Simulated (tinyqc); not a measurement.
Thickness from two neighbouring fringes.

Question. At normal incidence a transparent film with an index between those of air and substrate, taken as constant, has reflectance minima at 2 n1 d = (m + 1/2) lam (small phase shifts at the substrate neglected). Find d and the order m of the shorter wavelength.

Values chosen for this exercise:
```
symbol  value  unit                        meaning
n1      1.464        index of the transparent film
```

wavelengths of two neighbouring reflectance minima (nm): 466  528.13333

Answer. Neighbouring orders differ by one: 2 n1 d (1/lam1 - 1/lam2) = 1.

d = 1353 nm
m = 8

Computed by the program tinyqc: `OMP_NUM_THREADS=1 python tinyqc.py 2870166 2870167 out.jsonl`, one thread of a shared Intel Xeon 2.30GHz, about 0.01 s for the whole run.
